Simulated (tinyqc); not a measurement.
## Phonon and roughness prefactors from two fields

Problem. At 300 K and high field 1/mu = E^(1/3)/Ap + E^gs/As, E in MV/cm. Find Ap and As.

Inputs (values chosen for the exercise): exponent of the roughness term gs = 2.

mu at E = 0.6 and 1.14 MV/cm (cm^2/(V s)): 367.72313  212.10031

Solution. Two linear equations in 1/Ap and 1/As.

Ap = 392 cm^2/(V s)
As = 634 cm^2/(V s)

Numbers from tinyqc (`OMP_NUM_THREADS=1 python tinyqc.py 2510161 2510162 out.jsonl`; about 0.01 s on one thread of a shared Intel Xeon 2.30GHz).
